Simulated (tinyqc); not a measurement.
# Lossy on-chip transmission line with skin effect: what changes with what

A uniform line in a homogeneous dielectric: c = sqrt(er)/(c0 Z0), l = Z0 sqrt(er)/c0 (c0 = 299792458 m/s), g = w c td, w = 2 pi f. The resistance joins its limits as r = sqrt(r_dc^2 + r_hf^2), with r_dc = rho/(wd th), r_hf = kr rho/(2 delta (wd + th)), delta = sqrt(rho/(pi f mu0)), mu0 = 4 pi 1e-7 H/m; this is an interpolation, and internal inductance, up to 0.05 nH/mm at low frequency, is neglected.

Values chosen for this exercise:

| symbol | value | unit | meaning |
|---|---|---|---|
| wd | 3.5 | um | width of the strip |
| th | 2.9 | um | thickness of the strip |
| rho | 2.2 | uohm cm | resistivity |
| er | 4.2 |  | relative permittivity |
| td | 0.02 |  | loss tangent |
| Z0 | 75 | ohm | lossless impedance sqrt(l/c) |
| kr | 1.2 |  | factor for crowding and the return path |
| len | 0.4 | mm | length |
| Rg | 50 | ohm | source resistance |
| RL | 100 | ohm | load resistance |
| CL | 20 | fF | load capacitance |
| f | 3.3 | GHz | frequency |

Each table varies one quantity; the others keep the values above.

## Line properties against frequency

gamma = sqrt((r + i w l)(g + i w c)) = alpha + i beta, Zc = sqrt((r + i w l)/(g + i w c)), roots with positive real part; loss 8.685889638 alpha in dB; phase velocity w/beta. ZL = 1/(1/RL + i w CL); reflection (ZL - Zc)/(ZL + Zc); Zin = Zc (ZL + Zc tanh(gamma len))/(Zc + ZL tanh(gamma len)); H = V_load/V_source = [Zin/(Zin + Rg)]/[cosh(gamma len) + (Zc/ZL) sinh(gamma len)].

Line properties against frequency:
```
f (GHz)  r (ohm/mm)  r/(w l)  loss (dB/mm)  |Zc| (ohm)  phase velocity over c0  length in wavelengths  |H| (dB)
0.01          2.169    67.34       0.02171       615.4                 0.08430               1.583e-4    -3.572
0.03          2.173    22.48       0.03709       355.8                  0.1437               2.785e-4    -3.572
0.09          2.183    7.530       0.06168       206.7                  0.2374               5.058e-4    -3.572
0.3           2.220    2.297       0.09858       118.7                  0.3710               0.001079    -3.573
0.8           2.304   0.8940        0.1265       86.85                  0.4527               0.002358    -3.576
2             2.495   0.3872        0.1495       77.66                  0.4802               0.005557    -3.581
7             3.169   0.1405        0.2092       75.36                  0.4871                0.01918    -3.585
20            4.468  0.06935        0.3333       75.08                  0.4878                0.05470    -3.511
60            7.106  0.03677        0.6353       75.02                  0.4879                 0.1641    -3.464
```

Read the table: what changes, and by how much?

r equals w l at 0.711 GHz: below it |Zc| and the delay grow as in an RC line, above it |Zc| tends to Z0 = 75 ohm and the velocity to 1/sqrt(er) = 0.488 c0. The loss goes as f^(0.49) between the first two rows and f^(0.59) between the last two. |H| is -3.57 dB in the first row and -3.46 dB in the last; between rows it can pass through resonances that the table doesn't show.

## Effect of the loss tangent

Same model as above.

The same in every row: r (ohm/mm) = 2.686; r/(w l) = 0.2527.

Result of one run:
```
td  loss (dB/mm)  |Zc| (ohm)  phase velocity over c0  length in wavelengths  |H| (dB)
0         0.1544       76.17                  0.4842               0.009094    -3.580
```

What becomes of these results when the loss tangent td is changed from 0 to 0.02, all else the same?

Result of the changed run:
```
td    loss (dB/mm)  |Zc| (ohm)  phase velocity over c0  length in wavelengths  |H| (dB)
0.02        0.1668       76.16                  0.4847               0.009083    -3.584
```

The whole series:
```
td     loss (dB/mm)  |Zc| (ohm)  phase velocity over c0  length in wavelengths  |H| (dB)
0            0.1544       76.17                  0.4842               0.009094    -3.580
0.001        0.1550       76.17                  0.4842               0.009094    -3.580
0.002        0.1556       76.17                  0.4842               0.009093    -3.580
0.005        0.1575       76.17                  0.4843               0.009091    -3.581
0.01         0.1606       76.17                  0.4845               0.009089    -3.582
0.02         0.1668       76.16                  0.4847               0.009083    -3.584
0.04         0.1792       76.14                  0.4853               0.009073    -3.588
```

As td goes from 0 to 0.04, the loss rises from 0.154 to 0.179 dB/mm, |Zc| stays near 76.2 ohm and |H| goes from -3.58 to -3.59 dB, with its highest value among the rows, -3.58 dB, at td = 0. In the low-loss estimate the dielectric part g Z0/2 equals the conductor part r/(2 Z0) at td = 0.253.

tinyqc, about 0.01 s, one thread, Intel Xeon 2.30GHz (shared host): `OMP_NUM_THREADS=1 python tinyqc.py 2810151 2810152 out.jsonl`
